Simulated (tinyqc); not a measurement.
Undoped gate-all-around wire MOSFET, analytic charge model: one step of the calculation.

An undoped round wire of radius R under an insulator shell and a surrounding gate; long channel, electrons only, n = ni exp((psi - V)/Vt) with V the quasi-Fermi potential (0 at the source, Vd at the drain), constant mobility, no quantisation. The radial Poisson equation gives n(r) = n(0)/(1 - (1 - b) r^2/R^2)^2 with b = Q0/(Q + Q0). Q is the electron charge per area of the wire surface.

Problem. Charge at the source by Newton steps. With V = 0: f = Q/Cox + Vt ln(Q/Q0) + Vt ln(1 + Q/Q0) - (Vg - V0); f' = 1/Cox + Vt/Q + Vt/(Q + Q0); Q(new) = Q - f/f'.

Parameters, values chosen for the exercise:
- T = 300 K (temperature)
- Vg = 0.59 V (gate voltage)

Constants: q = 1.602176634e-19 C, kB = 1.380649e-23 J/K, Vt = kB T/q. Results are converted to the units shown.

Q after iteration 1 = 79.201343 nC/cm^2
Cox = 4.7419206 uF/cm^2
Q0 = 210.58658 nC/cm^2
V0 = 0.55229311 V

Give: f; f'; Q after iteration 2.

Solution.

f = -0.03803 V
f' = 6.265e-4 V cm^2/nC
Q after iteration 2 = 139.9 nC/cm^2

Program tinyqc, `OMP_NUM_THREADS=1 python tinyqc.py 2460064 2460065 out.jsonl`; Intel Xeon 2.30GHz, shared host, one thread, about 0.02 s.
